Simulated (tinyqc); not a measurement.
Four-point probe at the centre of a round wafer.

Four collinear probes with spacing s at the centre of a thin disc of diameter d with an insulating edge: Rs = C V/I, C = pi/{ln 2 + ln[((d/s)^2 + 3)/((d/s)^2 - 3)]}; C tends to pi/ln 2 = 4.5324. x = d/s.

Parameters, values chosen for the exercise:
- ns = 7.3e11 cm^-2 (sheet density of the layer)
- mu = 57 cm^2/(V s) (drift mobility)
- I = 500 uA (current)

Constants: q = 1.602176634e-19 C. Results are converted to the units shown.

Result of one run:
```
x       C  C over its limit  V for Rs = 1/(q ns mu) (mV)
15  4.364            0.9630                      1.718e4
```

What becomes of these results when the ratio d/s x is changed from 15 to 4, all else the same?

Result of the changed run:
```
x      C  C over its limit  V for Rs = 1/(q ns mu) (mV)
4  2.929            0.6462                      2.561e4
```

The whole series:
```
x        C  C over its limit  V for Rs = 1/(q ns mu) (mV)
3    2.266            0.5000                      3.310e4
3.5  2.633            0.5810                      2.848e4
4    2.929            0.6462                      2.561e4
5    3.362            0.7419                      2.231e4
7.5  3.927            0.8665                      1.910e4
10   4.171            0.9203                      1.798e4
15   4.364            0.9630                      1.718e4
20   4.436            0.9788                      1.691e4
40   4.508            0.9946                      1.664e4
100  4.528            0.9991                      1.656e4
```

C rises from 2.266 to 4.528. Using 4.5324 overstates Rs by 100 % in the first row and by under 1 % from d/s = 40 on among the rows.

Numbers from tinyqc (`OMP_NUM_THREADS=1 python tinyqc.py 2850118 2850119 out.jsonl`; about 0.02 s on one thread of a shared Intel Xeon 2.30GHz).
